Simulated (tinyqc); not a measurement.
From results back to parameters: eight-band Kane k.p model. Three cases, with inputs chosen for the exercise.

Problem. In the Kane model 1/m = A_r + Ep (Eg + 2 Dso/3)/(Eg (Eg + Dso)) and the Roth formula gives g* = 2 - 2 Ep Dso/(3 Eg (Eg + Dso)). The mass and the g factor below were computed from hidden Ep and Dso.

Find: X; Y; Ep; Dso.

Method. Let X = 1/m - A_r and Y = (2 - g*)/2. Then X + Y = Ep/Eg and X - 2 Y = Ep/(Eg + Dso).

Case 1.

Values chosen (out of a larger set: near those of GaSb; not measured data): Eg = 0.849 eV (gap at Gamma to the s-like level); A_r = 0.3 (remote-band term in 1/m).

m = 0.0359939 m0
g* = -8.28822

Solution.

X = 27.483
Y = 5.144
Ep = 27.70 eV
Dso = 0.762 eV

Case 2.

Values chosen (out of a larger set: near those of InSb; not measured data): Eg = 0.24 eV (gap at Gamma to the s-like level); A_r = 1 (remote-band term in 1/m).

m = 0.0138265 m0
g* = -47.01660

Solution.

X = 71.325
Y = 24.508
Ep = 23.00 eV
Dso = 0.791 eV

Case 3.

Values chosen (out of a larger set: near those of CdTe; not measured data): Eg = 1.578 eV (gap at Gamma to the s-like level); A_r = -0.7 (remote-band term in 1/m).

m = 0.1017162 m0
g* = -0.89182

Solution.

X = 10.531
Y = 1.446
Ep = 18.90 eV
Dso = 0.896 eV

Computed by tinyqc, one run a case: `OMP_NUM_THREADS=1 python tinyqc.py N N+1 out.jsonl` with N = 1050361, 1050381, 1050391; one thread of a shared Intel(R) Xeon(R) Processor @ 2.30GHz, about 0.01 s a run at most.
